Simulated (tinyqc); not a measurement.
Gated two-dimensional channel with two bands, quantum capacitance: two steps of the calculation.

phi is the Fermi level above the lowest band edge, in volts; Vg is counted from the gate voltage at which an empty channel would have phi = 0. The channel has no thickness; trap charge is -q Dit phi.

Values chosen for this exercise; lowest band close to that of monolayer MoS2:
- T = 77 K (temperature)
- eox = 3.9 (relative permittivity of the gate insulator (close to silicon dioxide))
- tox = 2.1 nm (insulator thickness)
- md = 0.487 m0 (in-plane mass)
- gv = 2 (valley degeneracy)
- m2 = 0.89 m0 (in-plane mass of a second band, chosen freely)
- g2 = 6 (valley degeneracy of that band, chosen freely)
- E2 = 0.29 eV (second band edge above the first)
- Dit = 0 cm^-2 eV^-1 (density of traps)
- Vg = 0.77 V (gate voltage)

Constants: q = 1.602176634e-19 C, kB = 1.380649e-23 J/K, hbar = 1.054571817e-34 J s, m0 = 9.1093837015e-31 kg, Vt = kB T/q, eps0 = 8.8541878128e-14 F/cm where lengths are in cm. Results are converted to the units shown.

Question 1. Gate capacitance. Cox = eps0 eox/tox.

Give: Cox.

Answer 1.

Cox = 1.644 uF/cm^2

Question 2. New phi. D1 = gv md m0 q/(pi hbar^2), D2 = g2 m2 m0 q/(pi hbar^2) per eV; n1 = D1 Vt ln(1 + exp(phi/Vt)), n2 = D2 Vt ln(1 + exp((phi - E2)/Vt)), n = n1 + n2; Cq = q dn/dphi = q [D1/(1 + exp(-phi/Vt)) + D2/(1 + exp((E2 - phi)/Vt))]. Newton: f = phi + q (n + Dit phi)/Cox - Vg, phi(new) = phi - f/(1 + (Cq + q Dit)/Cox).

phi at the start = 0.01 V
Cox = 1.6443492 uF/cm^2

Give: n1; n2; Cq; f; phi after iteration 1.

Answer 2.

n1 = 4.6090e12 cm^-2
n2 = 6.9797e-6 cm^-2
Cq = 53.365 uF/cm^2
f = -0.31092 V
phi after iteration 1 = 0.019294 V

Numbers from tinyqc (`OMP_NUM_THREADS=1 python tinyqc.py 2200065 2200066 out.jsonl`; about 0.01 s on one thread of a shared Intel Xeon 2.30GHz).
